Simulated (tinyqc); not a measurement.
Electron mobility of a polar semiconductor by Rode's iterative solution of the Boltzmann equation. Changing the optical phonon energy hbar w. Computed by tinyqc, a small Python program. Command: `OMP_NUM_THREADS=1 python tinyqc.py 3019797 3019798 out.jsonl rode sweep`. One thread of a shared host (Intel(R) Xeon(R) Processor @ 2.30GHz), about 0.04 s of CPU time with the checks.

The distribution is f(E) + e F l(E) (-df/dE) cos(theta) for a weak field F, theta counted from the force; l(E) is a mean free path. Elastic processes enter by their momentum rate, polar optical phonons by out- and in-scattering terms. One valley only: where upper valleys lie close, measured mobilities are lower. The density n is prescribed, even where a narrow-gap material would have more intrinsic carriers.

Inputs (values chosen for the exercise, modelled on InSb):

| quantity | value | unit |
|---|---|---|
| effective mass m | 0.013 | m_0 |
| non-parabolicity alpha | 5.6 | 1/eV |
| static permittivity eps_s | 16.8 | - |
| high-frequency permittivity eps_inf | 15.7 | - |
| density rho | 5780 | kg/m^3 |
| sound velocity v_l | 3750 | m/s |
| acoustic deformation potential D_A | 9.3 | eV |
| electron density n | 2.8e+14 | 1/cm^3 |
| compensation ratio C | 0 | - |
| temperature T | 350 | K |
| grid points per phonon energy s | 8 | - |
| iteration cap | 200 | - |

Band: Kane. Elastic processes: acoustic, impurity.

Constants: k_B = 8.617333262e-05 eV/K; m_0 = 9.1093837015e-31 kg; e = 1.602176634e-19 C; hbar = 1.054571817e-34 J s; eps_0 = 8.8541878128e-12 F/m; k_B = 1.380649e-23 J/K; hbar = 6.582119569e-16 eV s.

Method:
- Kane band: hbar^2 k^2/(2 m) = E (1 + alpha E), speed v = hbar k/(m (1 + 2 alpha E)), states per spin, volume and energy g(E) = m k (1 + 2 alpha E)/(2 pi^2 hbar^2); overlap factors are set to 1. Masses are multiplied by m_0 and all formulas are in SI units.
- The reduced Fermi level eta = E_F/(k_B T) solves n = 2 Z int g f dE with f = 1/(1 + exp(x - eta)) (Z = 1 unless valleys are given); screening length L_s = sqrt(eps_s eps_0 k_B T/(e^2 dn/deta)), dn/deta = 2 Z int g f (1 - f) dE.
- Integrals over x = E/(k_B T) use 160 Gauss-Legendre points in u = sqrt(x) from 0 to sqrt(max(eta, 0) + 32).
- N_I = n (1 + C)/(1 - C).
- Phonon occupation N_q = 1/(exp(hbar w/(k_B T)) - 1).
- Acoustic deformation potential (elastic, equipartition, absorption and emission together): 1/tau = 2 pi k_B T D_A^2 g(E)/(hbar rho v_l^2).
- Singly charged impurities, momentum relaxation: 1/tau = N_I e^4 m (1 + 2 alpha E) Phi/(8 pi (eps_s eps_0)^2 hbar^3 k^3), with alpha = 0 for a parabolic band.
- Brooks-Herring: Phi = ln(1 + b) - b/(1 + b), b = 4 k^2 L_s^2.
- Polar optical, unscreened: W = e^2 w (1/eps_inf - 1/eps_s) m (1 + 2 alpha E') ln|(k + k')/(k - k')| / (4 pi eps_0 hbar^2 k), times N_q for absorption (E' = E + hbar w) and N_q + 1 for emission (E' = E - hbar w > 0), with alpha = 0 for a parabolic band; mean cosine of the angle <cos> = (k^2 + k'^2)/(2 k k') - 1/ln|(k + k')/(k - k')|.
- Energy grid E_j = (j + 1/2) hbar w/s, j = 0, 1, ..., up to (max(eta, 0) + 18) k_B T, so that E_j +/- hbar w are grid points; l = 0 beyond the grid; integrals are sums times the spacing.
- With f' = f(E'): out-scattering S_o = sum over absorption and emission of W (1 - f')/(1 - f); nu = sum of elastic rates; the in-scattering weights are c+ = W_abs <cos> (1 - f')/(1 - f) for E' = E + hbar w and c- likewise for emission.
- Iteration: l_new(E) = [v(E) + c+ l(E + hbar w) + c- l(E - hbar w)]/(nu + S_o), from l = 0.
- mu = e sum g v l f (1 - f) / (3 k_B T sum g f) over the grid; stop when mu changes by less than 1e-8 of itself.
- Self-energy RTA: l = v/(nu + S_o), the first iteration. Momentum RTA: l = v/(nu + S_o - c+ v(E + hbar w)/v - c- v(E - hbar w)/v), listed only where the denominator is positive on the whole grid. The polar-only value solves the same system with nu = 0; the elastic value takes l = v/nu.

One run for each value:

| optical phonon energy hbar w (meV) | polar-phonon mobility (cm^2/(V s)) | mobility mu (cm^2/(V s)) | error of the self-energy RTA (%) |
|---|---|---|---|
| 15 | 8.2044e+04 | 6.8228e+04 | -55.843 |
| 20 | 8.7533e+04 | 7.2492e+04 | -50.977 |
| 27 | 9.8368e+04 | 8.0597e+04 | -45.038 |
| 35 | 1.1558e+05 | 9.2750e+04 | -39.116 |
| 47 | 1.5265e+05 | 1.1645e+05 | -31.444 |
| 62 | 2.2361e+05 | 1.5452e+05 | -23.412 |
| 83 | 3.9296e+05 | 2.1984e+05 | -14.667 |
| 110 | 8.2765e+05 | 3.1034e+05 | -7.271 |

Over the rows, polar-phonon mobility (cm^2/(V s)) rises from 82000 to 828000 (exponent d ln y / d ln x 0.23 between the first rows and 2.6 between the last); mobility mu (cm^2/(V s)) rises from 68200 to 310000 (exponent d ln y / d ln x 0.21 between the first rows and 1.2 between the last); error of the self-energy RTA (%) rises from -55.8 to -7.27 (exponent d ln y / d ln x -0.32 between the first rows and -2.5 between the last).
